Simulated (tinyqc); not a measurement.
# Weak link from the transmission

Problem. An infinite chain has hopping -t with t = 15.2 eV and site energy 0; E = -2 t cos(k) with E = -14.2 eV. One bond has the hopping -y t with 0 < y < 1, so T(E) = 4 y^2 sin^2 k/[(1 - y^2)^2 + 4 y^2 sin^2 k]. Find y and the hopping y t.

T(E) = 0.69033915

Solution. With b = |sin k| sqrt(1/T(E) - 1), (1 - y^2)/(2 y) = b, whose root below 1 is sqrt(b^2 + 1) - b.

y = 0.570
y t = 8.66 eV

Program tinyqc, `OMP_NUM_THREADS=1 python tinyqc.py 2660135 2660136 out.jsonl`; Intel Xeon 2.30GHz, shared host, one thread, about 0.02 s.
